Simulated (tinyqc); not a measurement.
## Tunnelling through a two-layer gate stack, WKB transmission and Tsu-Esaki current: effect of temperature

Electrons leave the emitter at x = 0. Energies E (motion across the layers) are in eV from the emitter Fermi level; the collector Fermi level lies at -V and offers states at every E. No charge in the dielectric and no image force: F1 = V/(t1 + t2 eps1/eps2), F2 = F1 eps1/eps2; U = phi1 - F1 x in layer 1 and phi2 - F1 t1 - F2 (x - t1) in layer 2. With C = hbar^2/(2 m0), kappa = sqrt(m (U - E)/C) where U > E and 0 elsewhere; T(E) = exp(-S), S = 2 times the integral of kappa over x.

Each layer adds (2/F) sqrt(m/C) [G(u at its left edge) - G(u at its right edge)] to S, with u = U - E (0 where negative) and G(u) = (2/3) u^1.5. J = J0 times the integral of T(E) N(E) dE, N = ln[(1 + exp(-E/Vt))/(1 + exp((-E - V)/Vt))], J0 = q^2 me m0 kB T/(2 pi^2 hbar^3) (times 1e-4 for A/cm^2 per eV), from E = -Ef to far above the barrier (T = 1 there), by quadrature converged to the digits shown.

Parameters, values chosen for the exercise; layer 1 close to aluminium oxide, layer 2 close to zirconium oxide: Fermi energy of the emitter above its band bottom Ef = 0.24 eV; emitter mass in the supply function me = 1 m0; barrier of layer 1 above the emitter Fermi level at zero bias phi1 = 2.66 eV; tunnelling mass of layer 1 m1 = 0.42 m0; thickness of layer 1 t1 = 1.2 nm; relative permittivity of layer 1 eps1 = 8.74; barrier of layer 2 at zero bias phi2 = 1.46 eV; tunnelling mass of layer 2 m2 = 0.26 m0; thickness of layer 2 t2 = 2.9 nm; relative permittivity of layer 2 eps2 = 25.8; voltage across the dielectric V = 1.6 V.

Constants: q = 1.602176634e-19 C, kB = 1.380649e-23 J/K, hbar = 1.054571817e-34 J s, m0 = 9.1093837015e-31 kg, Vt = kB T/q, hbar^2/(2 m0) = 0.0380998212 eV nm^2. Results are converted to the units shown.

Result of one run:

| T (K) | J (A/cm^2) | mean E of the current (eV) |
|---|---|---|
| 200 | 0.7269 | -0.07391 |

What becomes of these results when the temperature T is changed from 200 to 750 K, all else the same?

Result of the changed run:

| T (K) | J (A/cm^2) | mean E of the current (eV) |
|---|---|---|
| 750 | 10.65 | 0.2503 |

The whole series:

| T (K) | J (A/cm^2) | mean E of the current (eV) |
|---|---|---|
| 50 | 0.6054 | -0.09167 |
| 100 | 0.6277 | -0.08828 |
| 200 | 0.7269 | -0.07391 |
| 300 | 0.9371 | -0.04694 |
| 400 | 1.359 | -0.003087 |
| 500 | 2.226 | 0.06001 |
| 600 | 4.029 | 0.1366 |
| 750 | 10.65 | 0.2503 |

Between 50 and 300 K the current changes by a factor of 1.55, and between 300 and 750 K by 11.4; the mean energy of the current rises from -0.0917 to 0.250 eV. The transmission grows by a factor e over d = 0.0534 eV near E = 0, equal to kB T/q at 620 K.

Program tinyqc, `OMP_NUM_THREADS=1 python tinyqc.py 2540053 2540054 out.jsonl`; Intel Xeon 2.30GHz, shared host, one thread, about 0.03 s.
